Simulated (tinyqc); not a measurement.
Precursor delivery by bubblers, mass-transport growth and the solid composition of a III-V alloy: one step, computed by the program tinyqc. Command: `OMP_NUM_THREADS=1 python tinyqc.py 3025064 3025065 out.jsonl movpe_thermo walk`. One thread of a shared host (Intel(R) Xeon(R) Processor @ 2.30GHz), about 0.02 s of CPU time with the checks.

1 sccm = 44.615 micromol/min; 1 torr = 133.322 Pa. The sources decompose fully at the surface.

Problem. Solid composition. At high V/III the group-V pressures at the surface equal those supplied, as dimers: p_D2/p_C2 = x_v/(1 - x_v). Equilibrium of the solid AC(1-x)D(x), A standing for the mix of both group-III metals: ln[x/(1 - x)] + L0 (1 - 2x)/(R T) = -dG_x/(R T) + (1/2) ln[x_v/(1 - x_v)]. Growth rate = rate per torr x (p_1 + p_2). Sensitivity dx/dx_v = [1/(2 x_v (1 - x_v))]/[1/(x (1 - x)) - 2 L0/(R T)].

Inputs (values chosen for the exercise, modelled on trimethylgallium (source 1) and trimethylindium (source 2) for the vapour pressures):
```
quantity,value,unit
bath temperature T1,268,K
bath temperature T2,300,K
growth temperature T,880,K
flow cross-section A,44,cm^2
interaction L0 of the solid,7.99,kJ/mol
vapour fraction x_v of D among the group-V sources,0.18,-
exchange energy dG_x of AC + (1/2) D2 -> AD + (1/2) C2,7.6,kJ/mol
```

Alloy: mixing on the group-V sites.

growth rate per torr of group III = 21.66642 micrometre/(h torr)

p_1 = 0.1775659 torr

p_2 = 0.01572088 torr

Constants: R = 8.314462618 J/(mol K).

Give: solid fraction x; distribution coefficient x/x_v; dx/dx_v; growth rate.

Solution.

solid fraction x = 0.059594

distribution coefficient x/x_v = 0.33108

dx/dx_v = 0.21632

growth rate = 4.1878 micrometre/h

The solid is poorer in D than the vapour. The growth rate is set by group III alone. Caution: the boundary layer is a quarter or more of the root of the cross-section, so it fills much of the channel and depletion along the flow matters.
